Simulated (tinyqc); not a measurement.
Single-oscillator infrared dielectric function of a polar cubic crystal. Changing the eps_inf. Computed by tinyqc, a small Python program. Command: `OMP_NUM_THREADS=1 python tinyqc.py 3001130 3001131 out.jsonl infrared sweep`. One thread of a shared host (Intel(R) Xeon(R) Processor @ 2.30GHz), about 0.01 s of CPU time with the checks.

One ion pair, charges +Z* and -Z*, in a cell of volume Omega = a^3/4. Frequencies omega are given as wavenumbers (1/cm); eps_s is the static dielectric constant.

Inputs (values chosen for the exercise, modelled on lead telluride): lattice constant a = 6.46 angstrom; mass M_A = 207.2 u; mass M_B = 127.6 u; omega_TO = 32.3 1/cm; Born charge Z* = 6.54 e.

Structure: rock salt. Free carriers: absent.

Constants: nu for 1 eV/(angstrom^2 u) = 15.6333042 THz; 1 THz = 33.35640952 1/cm; e^2/(4 pi eps_0) = 14.39964548 eV angstrom.

Method. mu = M_A M_B/(M_A + M_B); ionic plasma term W^2 = 4 pi Z*^2 (e^2/(4 pi eps_0))/(Omega mu) in eV/(angstrom^2 u), turned into 1/cm by W = 15.6333042 x 33.35640952 x sqrt(W^2); omega_LO^2 = omega_TO^2 + W^2/eps_inf; eps_s = eps_inf + W^2/omega_TO^2; Szigeti charge 3 Z*/(eps_inf + 2); longitudinal (Callen) charge Z*/eps_inf.

One run for each value:
```
eps_inf  omega_LO (1/cm)  eps_s  Szigeti charge (e)  Callen charge (e)
1.8                469.8  380.8               5.163              3.633
2.7                384.1  381.7               4.174              2.422
4.0                316.1  383.0               3.270              1.635
6.0                258.7  385.0               2.453              1.090
9.0                212.1  388.0               1.784              0.727
13.0               177.4  392.0               1.308              0.503
20.0               144.3  399.0               0.892              0.327
30.0               119.3  409.0               0.613              0.218
```

Describe and explain the trends.

Over the rows, omega_LO (1/cm) falls from 470 to 119 (exponent d ln y / d ln x -0.50 between the first rows and -0.47 between the last); eps_s rises from 381 to 409 (exponent d ln y / d ln x 0.0058 between the first rows and 0.061 between the last); Szigeti charge (e) falls from 5.16 to 0.613 (exponent d ln y / d ln x -0.52 between the first rows and -0.92 between the last). Electronic screening divides omega_LO^2 - omega_TO^2 by eps_inf, while the ionic part of eps_s does not depend on it.
